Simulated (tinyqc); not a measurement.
Surface against bulk across the gap: Shockley state of an s-p chain by decimation.

Each site has s at -d/2 and p at +d/2: H0 = diag(-d/2, d/2). The block to the next site on the right is H1 = [[-ts, u], [-u, tp]] (rows s, p of site n; columns s, p of site n + 1). Bulk: H(k) = [[-d/2 - 2 ts cos k, 2i u sin k], [-2i u sin k, d/2 + 2 tp cos k]]. The bands are inverted at k = pi if d < 2 (ts + tp).

Decimation (Sancho-Rubio) at z = E + i eta: start with es = e = H0, A = H1, B = H1^T. Each round forms g = (z - e)^-1 and sets es += A g B, e += A g B + B g A, A = A g A, B = B g B, doubling the length covered. Stop when all |A| < 1e-10. Surface G = (z - es)^-1, bulk G = (z - e)^-1; densities -Im tr G/pi.

Parameters, chosen for this exercise:
- d = 4.19 eV (Ep - Es)
- ts = 0.63 eV (s-s hopping)
- tp = 0.89 eV (p-p hopping)
- u = 0.68 eV (s-p hopping)
- eta = 0.02 eV (broadening)
- E1 = -1.04 eV (first energy)
- dE = 0.155 eV (step)

Eleven energies E1 + j dE.

Densities (1/eV):

| E (eV) | surface | bulk |
|---|---|---|
| -1.040 | 0.2299 | 0.3035 |
| -0.885 | 0.1269 | 0.4857 |
| -0.730 | 0.0124 | 0.0356 |
| -0.575 | 0.0069 | 0.0117 |
| -0.420 | 0.0053 | 0.0075 |
| -0.265 | 0.0047 | 0.0065 |
| -0.110 | 0.0048 | 0.0071 |
| 0.045 | 0.0056 | 0.0105 |
| 0.200 | 0.0088 | 0.0294 |
| 0.355 | 0.0761 | 0.4878 |
| 0.510 | 0.1526 | 0.2767 |

edges of the bulk gap (201 k points) (eV): -0.8350  0.3150

Inside the gap the bulk density is only the tail of the broadening, at least 0.0065. The surface density has no peak there, and a chain of 60 sites has no level in the gap.

Computed by tinyqc, a small Python program: `OMP_NUM_THREADS=1 python tinyqc.py 1451213 1451214 out.jsonl` (the numbers bound the seed that draws the inputs); one thread of a shared host (Intel(R) Xeon(R) Processor @ 2.30GHz), about 0.2 s for the whole set of steps.
